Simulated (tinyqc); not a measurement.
# Hot electrons in a saturated n-channel MOSFET, lucky-electron model: what changes with what

Beyond pinch-off the lateral field grows as Esat cosh(y/l) over the velocity-saturated region (pseudo-two-dimensional model). Impact ionisation in this region gives the substrate current, which biases the body forward through Rsub. Currents are per width. Local-field laws: they overstate ionisation when the field peak is narrower than an energy relaxation length.

Parameters, values chosen for the exercise; values close to those of silicon n-channel devices: channel length L = 0.8 um; oxide thickness tox = 15 nm; junction depth xj = 260 nm; threshold VT = 0.68 V; effective mobility mu = 400 cm^2/(V s); saturation velocity vs = 7.7e6 cm/s; ionisation prefactor Ai = 2e6 1/cm; ionisation field Bi = 1.85 MV/cm; resistance of the lightly doped drain Rd = 700 ohm um; substrate resistance Rsub = 3400 ohm um; fall of VT per volt of forward body bias kb = 0.28; lifetime exponent m = 2.9; lifetime constant Hl = 2700 s uA/um; drain voltage Vd = 4.2 V; gate voltage Vg = 2.1 V.

Constants: eps0 = 8.8541878128e-14 F/cm where lengths are in cm. Results are converted to the units shown.

Each table varies one quantity; the others keep the values above.

## Effect of the junction depth

Cox = 3.9 eps0/tox, l = sqrt(3 tox xj), Esat = 2 vs/mu. Overdrive g = Vg - VT + kb Vb; Vdsat = g Esat L/(g + Esat L); Id = Cox vs (g - Vdsat); dV = Vd - Id Rd - Vdsat; Em = sqrt((dV/l)^2 + Esat^2); Isub = Id (Ai/Bi) l Em exp(-Bi/Em). Vb = Rsub Isub is solved self-consistently. Lifetime tau = (Hl/Id)(Isub/Id)^(-m); 1 year = 3.15576e7 s.

Effect of the junction depth:
```
xj (nm)	Id (uA/um)	Em (MV/cm)	Isub (uA/um)	Isub/Id	tau (years)
100	79.93	0.4741	5.549	0.06943	0.002450
140	79.67	0.4014	2.733	0.03430	0.01899
190	79.54	0.3452	1.291	0.01623	0.1667
260	79.48	0.2958	0.5283	0.006647	2.220
350	79.45	0.2557	0.1987	0.002501	37.83
480	79.43	0.2193	0.05995	7.547e-4	1221
650	79.43	0.1894	0.01598	2.011e-4	5.652e4
```

As xj goes from 100 to 650 nm, Em falls from 0.474 to 0.189 MV/cm, Isub falls from 5.55 to 0.0160 uA/um and tau rises from 0.00245 to 56500 years. From the first row to the last, log10(tau) changes by 7.4: 7.4 from (Isub/Id)^(-m), which holds Em and l, and under 0.005 from 1/Id. For xj = 480 to 650 nm tau is a far extrapolation that only says that hot carriers are no limit.

## Effect of the oxide thickness

Same model as above.

Effect of the oxide thickness:
```
tox (nm)	Id (uA/um)	Em (MV/cm)	Isub (uA/um)	Isub/Id	tau (years)
8.3	144.24	0.39032	4.2806	0.029677	0.015965
10	119.46	0.35800	2.3267	0.019477	0.065376
13	91.743	0.31650	0.91483	0.0099717	0.59328
16	74.499	0.28687	0.40840	0.0054820	4.1419
20	59.582	0.25800	0.15959	0.0026784	41.332
24	49.647	0.23655	0.069705	0.0014040	322.84
30	39.715	0.21272	0.023349	5.8790e-4	5038.8
```

Read the table: what changes, and by how much?

As tox goes from 8.3 to 30 nm, Em falls from 0.390 to 0.213 MV/cm, Isub falls from 4.28 to 0.0233 uA/um and tau rises from 0.0160 to 5040 years. From the first row to the last, log10(tau) changes by 5.5: 4.9 from (Isub/Id)^(-m), which holds Em and l, and 0.56 from 1/Id. At tox = 30 nm tau is a far extrapolation that only says that hot carriers are no limit.

## Effect of the gate voltage

Same model as above.

Effect of the gate voltage:
```
Vg (V)	Id (uA/um)	Em (MV/cm)	Isub (uA/um)	Isub/Id	tau (years)
0.83	1.235	0.3770	0.04024	0.03257	1.423
1.25	15.79	0.3449	0.2985	0.01890	0.5396
1.67	42.72	0.3186	0.4784	0.01120	0.9101
2.09	78.54	0.2963	0.5284	0.006728	2.170
2.52	122.0	0.2766	0.4912	0.004026	6.192
2.94	169.6	0.2597	0.4146	0.002444	18.93
3.36	221.1	0.2445	0.3276	0.001482	62.02
3.78	275.7	0.2308	0.2461	8.929e-4	216.0
4.2	332.8	0.2183	0.1774	5.329e-4	799.4
```

What does the comparison show?

As Vg goes from 0.83 to 4.2 V, Em falls from 0.377 to 0.218 MV/cm, Isub goes from 0.0402 through a maximum of 0.528 (at Vg = 2.09 V among the rows listed) to 0.177 uA/um and tau goes from 1.42 through a minimum of 0.540 (at Vg = 1.25 V among the rows listed) to 799 years. Id grows with Vg while the rising Vdsat lowers the field, hence the bell shape; the peak row has Vg/Vd = 0.50.

tinyqc, about 0.01 s, one thread, Intel Xeon 2.30GHz (shared host): `OMP_NUM_THREADS=1 python tinyqc.py 2550070 2550071 out.jsonl`
